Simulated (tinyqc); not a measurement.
Worked calculation: short-period [001] superlattice in sp3s* tight binding. Values are carried at full precision from step to step, so a last printed digit may differ when a step is redone from the rounded ones.

sp3s* tight binding, nearest neighbours only: anion (a) at 0, cation (c) at a/4 (1,1,1), orbitals s, px, py, pz, s* on each; k in units of 2 pi/a. With phases e_j = exp(i (pi/2) k.n_j) for n = (1,1,1), (1,-1,-1), (-1,1,-1), (-1,-1,1): g0 = (e1+e2+e3+e4)/4, g1 = (e1+e2-e3-e4)/4, g2 = (e1-e2+e3-e4)/4, g3 = (e1-e2-e3+e4)/4. The diagonal holds the levels Esa, Epa, Exa (s*) and Esc, Epc, Exc. Anion-cation block: <sa|sc> = Vss g0; <sa|xc> = Vsapc g1; <xa|sc> = -Vscpa g1; <xa|xc> = Vxx g0; <xa|yc> = <ya|xc> = Vxy g3, <xa|zc> = <za|xc> = Vxy g2, <ya|zc> = <za|yc> = Vxy g1; <s*a|xc> = Vxapc g1; <xa|s*c> = -Vpaxc g1; y and z take g2 and g3 in place of g1; s-s* and s*-s* vanish.

Parameters, chosen for this exercise (A near a published set for GaAs, B for AlAs; not measured data):
- pA = (-8.365, 1.039, -2.654, 3.668, 8.591, 6.738, -6.455, 1.954, 5.08, 4.48, 5.795, 4.835, 4.821) eV (order Esa, Epa, Esc, Epc, Exa, Exc, Vss, Vxx, Vxy, Vsapc, Vscpa, Vxapc, Vpaxc)
- pB = (-7.54, 0.985, -1.165, 3.587, 7.476, 6.747, -6.663, 1.881, 4.294, 5.121, 5.492, 4.531, 5) eV (the same for B)
- dEv = 0.45 eV (valence offset: Ev(B) lies this far below Ev(A))
- n = 2 (monolayers of A)
- m = 1 (monolayers of B)

## Band line-up of the two bulk crystals

Edges on the common scale: Ev, the conduction level at Gamma, the minimum on (kx,0,0) for kx from 0.5 to 1, and the level at X.

Edges (eV):

| crystal | Ev | Gamma | Delta minimum | X |
|---|---|---|---|---|
| A | 0.0000 | 1.5504 | 2.0348 | 2.0348 |
| B | -0.4500 | 2.5848 | 1.8138 | 1.8441 |

For Gamma electrons A is the well, 1.034 eV deep; for X electrons B is, 0.191 eV deep; holes sit in A.

## Shifted levels

Planes alternate anion, cation along [001], a/4 apart; at zero in-plane momentum s, pz, s* form one block. All levels of A are shifted so that its Ev (lower root of [[Epa, Vxx], [Vxx, Epc]]) is 0, and those of B so that its Ev is -dEv. A monolayer is an anion plane and the cation plane above it; an anion between unlike cations takes the mean of the two anion levels; each bond takes the couplings of its cation. Block from an anion to the cation above: U with Vss/2 (s,s), Vsapc/2 (s,z), -Vscpa/2 (z,s), Vxx/2 (z,z), Vxapc/2 (s*,z), -Vpaxc/2 (z,s*); to the cation below: the same with the s-z and s*-z signs reversed. The cell of n + m monolayers is closed with the phase exp(2 pi i q). No spin-orbit coupling. In this block 2 (n + m) levels are filled.

Parameters in the order Esa, Epa, Esc, Epc, Exa, Exc, Vss, Vxx, Vxy, Vsapc, Vscpa, Vxapc, Vpaxc. Find Ev of each set and shift the levels.

Ev before the shift (eV): A -0.0015, B -0.0011

Levels (eV):

| plane | s | p | s* |
|---|---|---|---|
| anion A | -8.3635 | 1.0405 | 8.5925 |
| cation A | -2.6525 | 3.6695 | 6.7395 |
| anion B | -7.9889 | 0.5361 | 7.0271 |
| cation B | -1.6139 | 3.1381 | 6.2981 |
| interface anion | -8.1762 | 0.7883 | 7.8098 |

## The matrix for n = 2, m = 1 at q = 0

Planes in the order a1, c1, a2, c2, ...; the A cations come first.

H (eV):
```
        sa1     za1     *a1     sc1     zc1     *c1     sa2     za2     *a2     sc2     zc2     *c2
sa1  -8.176       0       0  -3.228   2.240       0       0       0       0       0       0       0
za1       0   0.788       0  -2.897   0.977  -2.410       0       0       0       0       0       0
*a1       0       0   7.810       0   2.417       0       0       0       0       0       0       0
sc1  -3.228  -2.897       0  -2.652       0       0  -3.228   2.897       0       0       0       0
zc1   2.240   0.977   2.417       0   3.670       0  -2.240   0.977  -2.417       0       0       0
*c1       0  -2.410       0       0       0   6.740       0   2.410       0       0       0       0
sa2       0       0       0  -3.228  -2.240       0  -8.363       0       0  -3.228   2.240       0
za2       0       0       0   2.897   0.977   2.410       0   1.041       0  -2.897   0.977  -2.410
*a2       0       0       0       0  -2.417       0       0       0   8.593       0   2.417       0
sc2       0       0       0       0       0       0  -3.228  -2.897       0  -2.652       0       0
zc2       0       0       0       0       0       0   2.240   0.977   2.417       0   3.670       0
*c2       0       0       0       0       0       0       0  -2.410       0       0       0   6.740
sa3       0       0       0       0       0       0       0       0       0  -3.228  -2.240       0
za3       0       0       0       0       0       0       0       0       0   2.897   0.977   2.410
*a3       0       0       0       0       0       0       0       0       0       0  -2.417       0
sc3  -3.332   2.746       0       0       0       0       0       0       0       0       0       0
zc3  -2.561   0.941  -2.265       0       0       0       0       0       0       0       0       0
*c3       0   2.500       0       0       0       0       0       0       0       0       0       0

        sa3     za3     *a3     sc3     zc3     *c3
sa1       0       0       0  -3.332  -2.561       0
za1       0       0       0   2.746   0.941   2.500
*a1       0       0       0       0  -2.265       0
sc1       0       0       0       0       0       0
zc1       0       0       0       0       0       0
*c1       0       0       0       0       0       0
sa2       0       0       0       0       0       0
za2       0       0       0       0       0       0
*a2       0       0       0       0       0       0
sc2  -3.228   2.897       0       0       0       0
zc2  -2.240   0.977  -2.417       0       0       0
*c2       0   2.410       0       0       0       0
sa3  -8.176       0       0  -3.332   2.561       0
za3       0   0.788       0  -2.746   0.941  -2.500
*a3       0       0   7.810       0   2.265       0
sc3  -3.332  -2.746       0  -1.614       0       0
zc3   2.561   0.941   2.265       0   3.138       0
*c3       0  -2.500       0       0       0   6.298
```

## Levels of the small cell

Diagonalise (s, pz, s* block of a cell with n = 2, m = 1; px and py are apart). The lowest 6 levels are filled. Give the share of the cation weight of the lowest empty level that lies on the A cations, c1 and c2.

levels (eV): -12.453  -11.082  -10.895  -5.823  -5.475  -0.148  1.819  2.212  2.231  2.722  2.816  4.518  6.593  8.045  9.329  9.463  10.494  11.081

share on A cations = 0.831

The lowest empty level is number 7, at 1.819 eV.

## Checks

- Cell of two equal monolayers against the bulk levels at Gamma and X: they agree to 1e-10 or better.

tinyqc: `OMP_NUM_THREADS=1 python tinyqc.py 1452191 1452192 out.jsonl`; about 0.4 s, one thread, shared Intel(R) Xeon(R) Processor @ 2.30GHz.
